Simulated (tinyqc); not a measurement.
Joule-heated wire on a substrate, fin equation: effect of the conductance per length to the substrate.

A wire of length L loses heat along itself to two contacts and sideways to the substrate: kap A theta'' - g theta + p = 0 with theta = T - T0 and p(x) = p0 exp(-((x/L - x0)/sg)^2/2). The ends are held at T0. Constant conductivity, diffusive heat flow.

The equation is solved on 800 equal steps and the peak is the largest node value. LH = sqrt(kap A/g); the share is the integral of g theta over that of p.

Inputs (values chosen for the exercise):
```
symbol,value,unit,meaning
kap,23,W/(m K),conductivity along the wire
A,3700,nm^2,cross-section
L,2100,nm,length between the contacts
Rc,0,K/uW,thermal resistance of each contact
p0,0.036,uW/nm,peak heating per length
x0,0.81,,place of the hot spot as a share of L
sg,0.1,,width of the hot spot as a share of L
```

Result of one run:

| g (W/(m K)) | LH (nm) | L/LH | peak theta (K) | peak/(p0/g) | share to the substrate (%) |
|---|---|---|---|---|---|
| 1.5 | 238.2 | 8.817 | 13.60 | 0.5665 | 75.83 |

What becomes of these results when the conductance per length to the substrate g is changed from 1.5 to 0.15 W/(m K), all else the same?

Result of the changed run:

| g (W/(m K)) | LH (nm) | L/LH | peak theta (K) | peak/(p0/g) | share to the substrate (%) |
|---|---|---|---|---|---|
| 0.15 | 753.2 | 2.788 | 39.88 | 0.1661 | 33.37 |

The whole series:

| g (W/(m K)) | LH (nm) | L/LH | peak theta (K) | peak/(p0/g) | share to the substrate (%) |
|---|---|---|---|---|---|
| 0.071 | 1095 | 1.918 | 47.64 | 0.09395 | 20.29 |
| 0.15 | 753.2 | 2.788 | 39.88 | 0.1661 | 33.37 |
| 0.33 | 507.8 | 4.135 | 30.23 | 0.2771 | 49.31 |
| 0.71 | 346.2 | 6.066 | 21.09 | 0.4160 | 63.92 |
| 1.5 | 238.2 | 8.817 | 13.60 | 0.5665 | 75.83 |
| 3.3 | 160.6 | 13.08 | 7.799 | 0.7149 | 85.40 |
| 7.1 | 109.5 | 19.18 | 4.196 | 0.8276 | 91.65 |

As g goes from 0.071 to 7.1 W/(m K), the peak theta falls from 47.6 to 4.20 K and the share of heat to the substrate rises from 20.3 to 91.7 %; L/LH goes from 1.9 to 19. Where L/LH is smallest the peak reaches 0.094 of p0/g, where it is largest 0.83.

Computed by the program tinyqc: `OMP_NUM_THREADS=1 python tinyqc.py 2520113 2520114 out.jsonl`, one thread of a shared Intel Xeon 2.30GHz, about 0.01 s for the whole run.
